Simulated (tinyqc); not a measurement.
# From one set of inputs to another, one input at a time

Model: X-ray reflectivity of a thin film on silicon: critical angles, Parratt recursion, fringes and roughness. Computed by tinyqc, a small Python program. Command: `OMP_NUM_THREADS=1 python tinyqc.py 3121058 3121059 out.jsonl xrr ladder`. One thread of a shared host (Intel(R) Xeon(R) Processor @ 2.30GHz), about 0.01 s of CPU time with the checks.

n = 1 - delta + i beta; the classical electron radius is r_e = 2.8179403e-6 nm. Layer 0 is vacuum, 1 the film, 2 the substrate.

The inputs printed are set A. Set A is modelled on Al2O3 on silicon, copper K-alpha radiation; the values taken over come from a set modelled on copper on silicon, copper K-alpha radiation. Inputs not listed in the table keep their values of set A, so the rows need not describe a real material.

Inputs (values chosen for the exercise, modelled on Al2O3 on silicon, copper K-alpha radiation):

| quantity | value | unit |
|---|---|---|
| wavelength lambda | 0.15406 | nm |
| film density rho | 2.94 | g/cm^3 |
| effective electrons per unit mass, film | 0.487 | mol/g |
| beta/delta, film | 0.013 | - |
| film thickness d | 26 | nm |
| roughness of the surface sigma_1 | 0.55 | nm |
| roughness of the interface sigma_2 | 0.32 | nm |
| substrate density | 2.33 | g/cm^3 |
| effective electrons per unit mass, substrate | 0.507 | mol/g |
| beta/delta, substrate | 0.023 | - |
| grazing angle theta | 1.99 | degrees |

Constants: N_A = 6.02214076e+23 1/mol.

Method:
- delta = r_e lambda^2 rho_e/(2 pi), rho_e = density x electrons per mass x N_A; critical angle sqrt(2 delta), q_c = 4 sqrt(pi r_e rho_e).
- k_j = (2 pi/lambda) sqrt(sin^2 theta - 2 delta_j + 2 i beta_j); r_ij = (k_i - k_j)/(k_i + k_j) x exp(-2 k_i k_j sigma^2) (Nevot-Croce); r = (r_01 + r_12 p)/(1 + r_01 r_12 p), p = exp(2 i k_1 d); R = |r|^2.
- Far above the critical angle the period is d theta = lambda/(2 d), or 2 pi/d in q; the envelope runs between (|r_01| - |r_12 p|)^2 and (|r_01| + |r_12 p|)^2; contrast = 2 a b/(a^2 + b^2) with a = |r_01|, b = |r_12 p|; roughness factors on the amplitudes are about exp(-q^2 sigma^2/2).

Each row keeps all changes above it:

| input moved | from | to | contrast | period in theta (degrees) | roughness factor, surface |
|---|---|---|---|---|---|
| set A | - | - | 0.6755 | 0.1697 | 0.2972 |
| beta/delta, film | 0.013 | 0.021 | 0.6729 | 0.1697 | 0.2972 |
| film density rho (g/cm^3) | 2.94 | 8.85 | 0.9118 | 0.1697 | 0.2972 |
| roughness of the surface sigma_1 (nm) | 0.55 | 0.12 | 0.8003 | 0.1697 | 0.9439 |
| roughness of the interface sigma_2 (nm) | 0.32 | 0.14 | 0.9352 | 0.1697 | 0.9439 |
| film thickness d (nm) | 26 | 6.61 | 0.9439 | 0.6677 | 0.9439 |
| grazing angle theta (degrees) | 1.99 | 2.26 | 0.9419 | 0.6677 | 0.9282 |

Contrast goes from 0.675 to 0.942, a factor 1.39 in all. The largest single move comes from film density rho (a factor 1.36), and roughness of the surface sigma_1 works against it (a factor 0.878). Period in theta goes from 0.170 to 0.668, a factor 3.93 in all. The largest single move comes from film thickness d (a factor 3.93). Roughness factor, surface goes from 0.297 to 0.928, a factor 3.12 in all. The largest single move comes from roughness of the surface sigma_1 (a factor 3.18). The single moves hold for this order of the switches; the total does not depend on the order.

Extremes, crossings and ranges named in words are read from the listed rows.
